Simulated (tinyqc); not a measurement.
Nudged elastic band on a two-dimensional model surface: one step, computed by the program tinyqc.

V(x, y) = -A (cos kx + cos ky) - B cos kx cos ky + (C sin ky + S sin kx)(1 - cos kx), k = 2 pi/a; the atom hops from the minimum at (0, 0) to that at (a, 0).

Task: Iteration 2. Tangent at image i: towards the higher neighbour if the energies rise or fall through i; at a maximum or minimum, tau = t+ dmax + t- dmin if V(i+1) > V(i-1), else t+ dmin + t- dmax, with t+ = R(i+1) - R(i), t- = R(i) - R(i-1) and dmax, dmin the larger and smaller of |V(i+1) - V(i)| and |V(i-1) - V(i)|; then normalise. Force F = -grad V + (grad V.tau) tau + k_s (|t+| - |t-|) tau. With a climbing image, the highest image feels instead F = -grad V + 2 (grad V.tau) tau and no spring. Update R(new) = R + eta F; the end points stay fixed.

Inputs (values chosen for the exercise, for a model surface):
```
quantity,value,unit
amplitude A,0.16,eV
amplitude B,0.04,eV
skew C,0.055,eV
asymmetry S,-0.025,eV
period a,3.2,angstrom
spring constant k_s,0.26,eV/angstrom^2
step factor eta,0.5,angstrom^2/eV
```

Surface: adatom on a square lattice. Climbing image: on.

images after iteration 1 (angstrom):
```
,x,y
image 1,0.533333,-0.026998
image 2,1.066667,-0.080994
image 3,1.649087,-0.107992
image 4,2.133333,-0.080994
image 5,2.666667,-0.026998
```

positions (angstrom):
```
,x,y
start,0.000000,0.000000
end,3.200000,0.000000
saddle,1.750393,-0.368702
```

Give: unit tangents; forces; images after iteration 2.

Result:

unit tangents:
```
,x,y
image 1,0.9949,-0.1007
image 2,0.9989,-0.0463
image 3,0.9998,0.0179
image 4,0.9984,0.0557
image 5,0.9949,0.1007
```

forces (eV/angstrom):
```
,x,y
image 1,-0.0059,-0.0635
image 2,0.0061,-0.1317
image 3,0.0673,-0.1587
image 4,0.0207,-0.1333
image 5,0.0069,-0.0734
```

images after iteration 2 (angstrom):
```
,x,y
image 1,0.530,-0.059
image 2,1.070,-0.147
image 3,1.683,-0.187
image 4,2.144,-0.148
image 5,2.670,-0.064
```
